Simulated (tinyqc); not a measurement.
What each parameter does: valley splitting in a one-orbital chain of atomic planes (second-neighbour model).

Each (001) plane carries one orbital with energy e0, hopping v to the next plane and u to the second: E(phi) = e0 + 2 v cos(phi) + 2 u cos(2 phi), where phi = pi - k a/4 (the sign of every second orbital is chosen so that v > 0, which shifts the phase by pi). The minimum lies at cos(phi0) = -v/(4u), phi0 = pi - (pi/2) k0 for a valley at k0 (2 pi/a), and e0 puts it at zero. A slab of N planes has hard walls: the matrix simply ends.

A well of Nw planes between barriers of 40 planes each (as of a SiGe alloy, taken as an offset alone). With x = j - 39.5 for plane j = 0, 1, ..., the potential is V0 (f(x) + f(Nw - x)) + F (j - 40) a/4, f(y) = 1/(1 + exp(y/L)), a step for L = 0; L is in planes, 4 L is about the distance over which f goes from 0.88 to 0.12, and 1 MV/m = 1e-4 V/angstrom.

Constants: hbar^2/2m0 = 3.80998211 eV angstrom^2.

Inputs chosen for the exercise (near those of the Delta valleys of silicon; abrupt walls in this chain split the valleys several times more than measured wells; the results hold for these values, not for the real material): a = 5.437 angstrom (lattice constant; planes lie a/4 apart); k0 = 0.84 2 pi/a (position of the valley); ml = 0.9 m0 (longitudinal mass); V0 = 0.3 eV (barrier height); F = 2 MV/m (field); Nw = 47 (planes in the well).

Step interfaces (L = 0). u, v, e0 follow from 8 u sin^2(phi0) = (2c/ml)/(a/4)^2, v = -4u cos(phi0), e0 = 2u + v^2/(4u), c = hbar^2/2m0.

One parameter was then changed.

Results before and after:
```
case     mean level (meV)  splitting (micro-eV)
base                14.04                 587.7
changed             13.36                 552.4
```

Which of these changes was made? (a) F = 4 MV/m; (b) ml = 0.99 m0; (c) V0 = 0.45 eV; (d) Nw = 48; (e) k0 = 0.85 2 pi/a.

Answer: (b) ml = 0.99 m0. Of the candidates, run in turn, only this one gives the changed row.

All candidates:
```
case              mean level (meV)  splitting (micro-eV)
base                         14.04                 587.7
k0 = 0.85 2 pi/a             14.04                 319.9
ml = 0.99 m0                 13.36                 552.4
V0 = 0.45 eV                 14.36                 625.0
F = 4 MV/m                   19.48                 734.3
Nw = 48                      13.86                 331.1
```

Run: tinyqc, `OMP_NUM_THREADS=1 python tinyqc.py 1480437 1480438 out.jsonl`; Intel(R) Xeon(R) Processor @ 2.30GHz, one thread, shared host; about 0.01 s of CPU time with all checks.
